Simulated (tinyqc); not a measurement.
# Off-state leakage of single and stacked transistors, step by step

Program tinyqc, `OMP_NUM_THREADS=1 python tinyqc.py 2242093 2242094 out.jsonl`; Intel Xeon 2.30GHz, shared host, one thread, about 0.03 s. Printed values are rounded.

n-channel devices of unit width. Subthreshold current I(Vg, Vs, Vd) = I0 (T/300 K)^0.5 exp[(Vg - Vs - VT(T) - gb (Vs - Vb) + dd (Vd - Vs))/(nf Vt)] (1 - exp(-(Vd - Vs)/Vt)), VT(T) = VT - cT (T - 300 K). Gate-edge tunnelling Ig (Vd/1 V) exp(ag (Vd - 1 V)), for a gate at 0 V, and band-to-band leakage Ab u exp(-Bb/u), u = Vd - Vb + 1 V, flow at a drain held at V; both are taken as independent of T. In a stack of off transistors (all gates at 0 V) the same subthreshold current passes through each.

Values chosen for this exercise; values of the order met in bulk silicon logic transistors:
```
symbol,value,unit,meaning
T,300,K,temperature
V,0.7,V,supply voltage
VT,0.26,V,"threshold at 300 K, zero drain and body bias"
cT,0.9,mV/K,fall of the threshold with temperature
I0,0.28,uA/um,current at threshold at 300 K
nf,1.37,,slope factor
dd,0.18,,drain-induced lowering per volt
gb,0.18,,rise of the threshold per volt of source-body bias
Ig,3e-5,uA/um,gate-edge tunnelling current at 1 V
ag,3.4,1/V,exponential slope of the gate current
Ab,300,uA/(um V),prefactor of band-to-band leakage at the drain
Bb,22,V,its exponential voltage
Vb,-0.3,V,body voltage
```

Constants: q = 1.602176634e-19 C, kB = 1.380649e-23 J/K, Vt = kB T/q. Results are converted to the units shown.

## Leakage of one transistor

Vg = Vs = 0, Vd = V; effective threshold VT(T) - gb Vb - dd V.

effective threshold = 0.188 V
parts (nA/um): subthreshold 1.386303, gate edge 0.007572494, band-to-band 10.02102
total = 11.41490 nA/um
shares (%): subthreshold 12.14468, gate edge 0.06633870, band-to-band 87.78898

The band-to-band part is the largest.

## Starting value

Vx = dd V/(1 + gb + 2 dd), the solution for Vx well above Vt, rounded to three decimals.

Vx at the start = 0.082 V

## Iteration 1: new Vx

Stack of two, Vx the node between them: I_low = I(0, 0, Vx), I_up = I(0, Vx, V), f = ln(I_up/I_low), f' = -(1 + gb + 2 dd)/(nf Vt) - 1/(Vt (exp(Vx/Vt) - 1)) - 1/(Vt (exp((V - Vx)/Vt) - 1)), Vx(new) = Vx - f/f'.

I_low = 0.05743904 nA/um
I_up = 0.05948037 nA/um
f = 0.03492221
f' = -45.17430 1/V
Vx after iteration 1 = 0.08277305 V

## Iteration 2: new Vx

As before.

I_low = 0.05773949 nA/um
I_up = 0.05774066 nA/um
f = 2.020090e-5
f' = -45.12232 1/V
Vx after iteration 2 = 0.08277350 V

## Course of the iteration

Stop when the step is below 1e-11 V, or after 40 iterations.

Course of the iteration:
```
iteration	Vx before the step (V)	step (V)
1	0.082	7.73e-4
2	0.08277305	4.48e-7
3	0.08277350	1.47e-13
```

Converged in 3 iterations. The subthreshold current of the stack is 0.05774 nA/um, 24.0 times less than that of one transistor (the drain leakage is unchanged); the estimate exp[dd V (1 + gb + dd)/((1 + gb + 2 dd) nf Vt)] gives 23.1.
